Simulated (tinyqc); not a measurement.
## Margin needed against array size

Cells fail independently with probability Q(k) = erfc(k/sqrt(2))/2 when the margin is k standard deviations, and Y = exp(-Nb Q(k)). phi = exp(-k^2/2)/sqrt(2 pi).  k solves Y = exp(-Nb Q(k)); the estimate is sqrt(2 ln(Nb/(-ln Y))).

Values chosen for this exercise:
```
symbol,value,unit,meaning
Y,0.976,,wanted yield
```

Result of one run:

| Nb | allowed Q | k | estimate |
|---|---|---|---|
| 4194304 | 5.7918e-9 | 5.7057 | 6.1590 |

What becomes of these results when the number of cells Nb is changed from 4194304 to 17179869184, all else the same?

Result of the changed run:

| Nb | allowed Q | k | estimate |
|---|---|---|---|
| 17179869184 | 1.4140e-12 | 6.9860 | 7.3871 |

The whole series:

| Nb | allowed Q | k | estimate |
|---|---|---|---|
| 1024 | 2.3723e-5 | 4.0679 | 4.6150 |
| 16384 | 1.4827e-6 | 4.6732 | 5.1811 |
| 262144 | 9.2669e-8 | 5.2135 | 5.6911 |
| 4194304 | 5.7918e-9 | 5.7057 | 6.1590 |
| 67108864 | 3.6199e-10 | 6.1608 | 6.5938 |
| 1073741824 | 2.2624e-11 | 6.5858 | 7.0017 |
| 17179869184 | 1.4140e-12 | 6.9860 | 7.3871 |

A 1.68e7-fold larger array raises k only from 4.07 to 6.99; the last factor of 16 costs 0.40 standard deviations. The estimate, which drops the factor 1/(k sqrt(2 pi)) of the tail, is 13 % above k in the first row and 5.7 % above it in the last.

Computed by the program tinyqc: `OMP_NUM_THREADS=1 python tinyqc.py 2090102 2090103 out.jsonl`, one thread of a shared Intel Xeon 2.30GHz, about 0.02 s for the whole run.
